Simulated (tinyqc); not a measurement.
# p-n heterojunction, non-linear Poisson equation by Newton steps, Fermi-Dirac statistics: what changes with what

One dimension, material 1 (p-type) at x < 0 and material 2 (n-type) at x > 0. Band edges: Ec = -psi in material 1 and -psi + dEc in material 2, Ev = Ec - Eg. Flat quasi-Fermi levels: 0 for holes, +V for electrons. n = Nc F((EFn - Ec)/Vt), p = Nv F((Ev - EFp)/Vt), with F(eta) = F_1/2(eta) = (2/sqrt(pi)) int_0^infinity sqrt(u) du/(1 + exp(u - eta)) (Fermi-Dirac statistics); full ionisation, no interface charge, classical densities; the doping types are chosen for the exercise.

Inputs (values chosen for the exercise); band and dielectric values close to those of amorphous and crystalline silicon: temperature T = 250 K; band gap of material 1 Eg1 = 1.71 eV; relative permittivity of material 1 er1 = 11.7; conduction-band density of states of material 1 Nc1 = 7.76e19 cm^-3; valence-band density of states of material 1 Nv1 = 7.55e19 cm^-3; band gap of material 2 Eg2 = 1.1 eV; relative permittivity of material 2 er2 = 11.9; conduction-band density of states of material 2 Nc2 = 2.16e19 cm^-3; valence-band density of states of material 2 Nv2 = 2.02e19 cm^-3; conduction-band offset Ec2 - Ec1 dEc = -0.16 eV; acceptor density of material 1 N1 = 1.8e18 cm^-3; donor density of material 2 N2 = 1.8e16 cm^-3; bias of side 1 against side 2 V = 0 V.

Constants: q = 1.602176634e-19 C, kB = 1.380649e-23 J/K, Vt = kB T/q, eps0 = 8.8541878128e-14 F/cm where lengths are in cm. Results are converted to the units shown.

Each table varies one quantity; the others keep the values above.

## Effect of the donor density of material 2

Exact first integral: on each side D^2/(2 eps0 er) = G, G = q [Vt (nI_j - nI_b) + Vt (pI_j - pI_b) - C (psi_j - psi_b)], with C = -N1 or +N2, b the neutral end of that side, and nI, pI the densities with F_1/2 replaced by F_3/2(eta) = (4/(3 sqrt(pi))) int_0^infinity u^(3/2) du/(1 + exp(u - eta)). D is continuous, so er1 G1(psi_j) = er2 G2(psi_j) fixes psi_j. Ends from Nv1 F((-psi_L - Eg1)/Vt) = N1 and Nc2 F((V + psi_R - dEc)/Vt) = N2. D is counted positive when psi rises towards material 2. Depletion (Anderson) capacitance C^2 = q eps0 er1 er2 N1 N2/(2 (er1 N1 + er2 N2)(psi_R - psi_L)). -dD/dV is the change of the displacement at the interface with both quasi-Fermi levels flat; it is the terminal capacitance only while neither side holds an inversion layer. n_j and p_j are densities at the interface.

Result of one run:

| N2 (cm^-3) | psi_R - psi_L (V) | psi_j - psi_L (V) | psi_R - psi_j (V) | D/q (cm^-2) | n_j in 1 (cm^-3) | p_j in 2 (cm^-3) | -dD/dV (nF/cm^2) | depletion C (nF/cm^2) |
|---|---|---|---|---|---|---|---|---|
| 1.5e17 | 1.363 | 0.3648 | 0.9979 | 2.826e12 | 2.455e-6 | 1.846e19 | 4.857 | 92.55 |

What becomes of these results when the donor density of material 2 N2 is changed from 1.5e17 to 9e14 cm^-3, all else the same?

Result of the changed run:

| N2 (cm^-3) | psi_R - psi_L (V) | psi_j - psi_L (V) | psi_R - psi_j (V) | D/q (cm^-2) | n_j in 1 (cm^-3) | p_j in 2 (cm^-3) | -dD/dV (nF/cm^2) | depletion C (nF/cm^2) |
|---|---|---|---|---|---|---|---|---|
| 9e14 | 1.252 | 0.3583 | 0.8941 | 2.799e12 | 1.817e-6 | 2.306e19 | 0.02414 | 7.786 |

The whole series:

| N2 (cm^-3) | psi_R - psi_L (V) | psi_j - psi_L (V) | psi_R - psi_j (V) | D/q (cm^-2) | n_j in 1 (cm^-3) | p_j in 2 (cm^-3) | -dD/dV (nF/cm^2) | depletion C (nF/cm^2) |
|---|---|---|---|---|---|---|---|---|
| 9e14 | 1.252 | 0.3583 | 0.8941 | 2.799e12 | 1.817e-6 | 2.306e19 | 0.02414 | 7.786 |
| 2.1e15 | 1.271 | 0.3583 | 0.9123 | 2.799e12 | 1.820e-6 | 2.303e19 | 0.05641 | 11.80 |
| 5e15 | 1.289 | 0.3584 | 0.9309 | 2.800e12 | 1.830e-6 | 2.294e19 | 0.1347 | 18.07 |
| 1.2e16 | 1.308 | 0.3587 | 0.9495 | 2.801e12 | 1.852e-6 | 2.274e19 | 0.3258 | 27.73 |
| 2.8e16 | 1.326 | 0.3593 | 0.9671 | 2.804e12 | 1.908e-6 | 2.226e19 | 0.7740 | 41.88 |
| 6.5e16 | 1.345 | 0.3609 | 0.9838 | 2.810e12 | 2.049e-6 | 2.113e19 | 1.878 | 62.74 |
| 1.5e17 | 1.363 | 0.3648 | 0.9979 | 2.826e12 | 2.455e-6 | 1.846e19 | 4.857 | 92.55 |
| 3.6e17 | 1.382 | 0.3773 | 1.004 | 2.877e12 | 4.384e-6 | 1.162e19 | 16.97 | 135.2 |

As N2 goes from 9e14 to 3.6e17, the total bending rises from 1.25 to 1.38 V and the sheet charge D/q rises from 2.80e12 to 2.88e12 cm^-2; the share of the bending in material 1 goes from 28.6 through a minimum of 26.8 (at N2 = 1.5e17 among the rows listed) to 27.3 %. The capacitance departs most from the depletion formula at N2 = 9e14, where it is 100 % below it, and there the holes at the interface in material 2 outnumber its donors: an inversion layer has formed, which screens D from the bias. For N2 = 9e14, 2.1e15, 5e15, 1.2e16, 2.8e16, 6.5e16 the carriers at the interface are degenerate and confined to a layer thin enough for quantisation, which is left out.

## Effect of the conduction-band offset Ec2 - Ec1

Same model as above.

Results:

| dEc (eV) | psi_R - psi_L (V) | psi_j - psi_L (V) | psi_R - psi_j (V) | D/q (cm^-2) | n_j in 1 (cm^-3) | p_j in 2 (cm^-3) | -dD/dV (nF/cm^2) | depletion C (nF/cm^2) |
|---|---|---|---|---|---|---|---|---|
| -0.46 | 1.017 | 0.09690 | 0.9201 | 1.326e12 | 9.777e-12 | 5.215e18 | 3.585 | 38.46 |
| -0.38 | 1.097 | 0.1614 | 0.9355 | 1.804e12 | 1.953e-10 | 9.874e18 | 1.595 | 37.03 |
| -0.31 | 1.167 | 0.2223 | 0.9446 | 2.161e12 | 3.301e-9 | 1.402e19 | 0.9825 | 35.90 |
| -0.16 | 1.317 | 0.3589 | 0.9580 | 2.802e12 | 1.873e-6 | 2.256e19 | 0.4920 | 33.79 |
| -0.08 | 1.397 | 0.4336 | 0.9634 | 3.097e12 | 5.989e-5 | 2.688e19 | 0.3781 | 32.81 |
| -0.01 | 1.467 | 0.4995 | 0.9674 | 3.335e12 | 0.001278 | 3.053e19 | 0.3114 | 32.02 |
| 0.07 | 1.547 | 0.5754 | 0.9716 | 3.590e12 | 0.04326 | 3.456e19 | 0.2572 | 31.18 |
| 0.14 | 1.617 | 0.6421 | 0.9748 | 3.800e12 | 0.9584 | 3.797e19 | 0.2221 | 30.50 |

Estimate the missing row, dEc = -0.23 eV.

Computed row:

| dEc (eV) | psi_R - psi_L (V) | psi_j - psi_L (V) | psi_R - psi_j (V) | D/q (cm^-2) | n_j in 1 (cm^-3) | p_j in 2 (cm^-3) | -dD/dV (nF/cm^2) | depletion C (nF/cm^2) |
|---|---|---|---|---|---|---|---|---|
| -0.23 | 1.247 | 0.2945 | 0.9525 | 2.520e12 | 9.400e-8 | 1.864e19 | 0.6519 | 34.73 |

With this row back in the table: As dEc goes from -0.46 to 0.14, the total bending rises from 1.02 to 1.62 V and the sheet charge D/q rises from 1.33e12 to 3.80e12 cm^-2; the share of the bending in material 1 rises from 9.53 to 39.7 %. The alignment is staggered for dEc = 0.07, 0.14 eV. The capacitance departs most from the depletion formula at dEc = 0.14, where it is 99 % below it, and there the holes at the interface in material 2 outnumber its donors: an inversion layer has formed, which screens D from the bias. For dEc = -0.16, -0.08, -0.01, 0.07, 0.14 the carriers at the interface are degenerate and confined to a layer thin enough for quantisation, which is left out.

Computed by the program tinyqc: `OMP_NUM_THREADS=1 python tinyqc.py 2040009 2040010 out.jsonl`, one thread of a shared Intel Xeon 2.30GHz, about 0.2 s for the whole run.
